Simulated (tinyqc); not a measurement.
Capacitances against the line height.

Endless row of lines of width wl, height tl and space sl between grounded planes at distance hd; e2 fills the gaps beside the lines, e1 the rest. Laplace's equation is solved on meshes of 3, 6 and 12 steps per unit u and extrapolated (Aitken), which is good to about 0.2 %. C_even (all lines at 1 V) is the capacitance Cg to the planes; C_odd (neighbours in antiphase) = Cg + 4 Cc if only nearest neighbours couple, which defines Cc; total with quiet neighbours Cg + 2 Cc. Plate values 2 eps0 e1 wl/hd and eps0 e2 tl/sl.

Values chosen for this exercise: relative permittivity above and below the lines e1 = 3.9; relative permittivity between the lines e2 = 7; line width, in units u wl = 6 u; space between lines sl = 6 u; distance to each plane hd = 4 u.

Constants: eps0 = 8.8541878128e-12 F/m. Results are converted to the units shown.

The same in every row: plate Cg (aF/um) = 104.

Capacitances against the line height:
columns A: tl (u); B: Cg (aF/um); C: Cc (aF/um); D: Cg + 2 Cc (aF/um); E: C_odd (aF/um); F: plate Cc (aF/um); G: share of coupling, 2 Cc/(Cg + 2 Cc) (%)
```
A     B     C    D    E     F     G
2   183  20.9  225  267  20.7  18.6
4   189  40.4  269  350  41.3  30.0
6   190  60.6  312  433  62.0  38.9
8   191  81.2  353  516  82.6  45.9
12  191   122  436  681   124  56.1
16  191   164  519  846   165  63.1
```

Read the table: what changes, and by how much?

As tl goes from 2 to 16, Cg rises from 183 to 191 aF/um, Cc rises from 20.9 to 164 aF/um and the share of coupling rises from 18.6 to 63.1 %. Cg is 1.77 times its plate value in the first row and 1.85 times in the last; for Cc the ratios are 1.01 and 0.991. Neighbours in antiphase raise the load by a factor of 1.19 and 1.63 over quiet ones.

Numbers from tinyqc (`OMP_NUM_THREADS=1 python tinyqc.py 2790122 2790123 out.jsonl`; about 0.7 s on one thread of a shared Intel Xeon 2.30GHz).
